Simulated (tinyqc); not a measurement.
Gate voltage for a given inversion charge.

Inverse problem. p-type body, charge-sheet picture, depletion and inversion only, full ionisation (an idealisation for deep acceptors), Boltzmann statistics (rough once Na exp(x - xn) passes about Nc/7). In units of Vt: xg = (Vg - Vfb)/Vt, x = psi/Vt, G = gamma/sqrt(Vt), xn = (2 phiF + Vc)/Vt. The implicit equation is (xg - x)^2 = G^2 [x - 1 + exp(x - xn)] for x above about 3. Cox = eps0 eox/tox. ni = sqrt(Nc Nv) exp(-Eg/(2 Vt)), Eg in volts; phiF = Vt ln(Na/ni); gamma = sqrt(2 q eps0 eps_r Na)/Cox. N_inv = (Cox Vt G/q) [sqrt(x - 1 + exp(x - xn)) - sqrt(x - 1)]. Find x - xn, psi and Vg.

Values chosen for this exercise; band and dielectric values close to those of silicon:
```
symbol,value,unit,meaning
T,250,K,temperature
Eg,1.12,eV,band gap
eps_r,11.8,,relative permittivity
Nc,2.14e19,cm^-3,conduction-band density of states at T
Nv,2.01e19,cm^-3,valence-band density of states at T
eox,3.9,,relative permittivity of the gate insulator (close to silicon dioxide)
tox,7.5,nm,insulator thickness
Na,1e17,cm^-3,acceptor density
Vfb,-0.49,V,flat-band voltage
Vc,0.2,V,channel-body voltage
```

Constants: q = 1.602176634e-19 C, kB = 1.380649e-23 J/K, Vt = kB T/q, eps0 = 8.8541878128e-14 F/cm where lengths are in cm. Results are converted to the units shown.

N_inv = 3.6e10 cm^-2

Solution. N_inv rises steadily with x, so it fixes x; the implicit equation then gives xg directly.

x - xn = 1.133
psi = 1.115 V
Vg = 1.053 V

Numbers from tinyqc (`OMP_NUM_THREADS=1 python tinyqc.py 2122235 2122236 out.jsonl`; about 0.01 s on one thread of a shared Intel Xeon 2.30GHz).
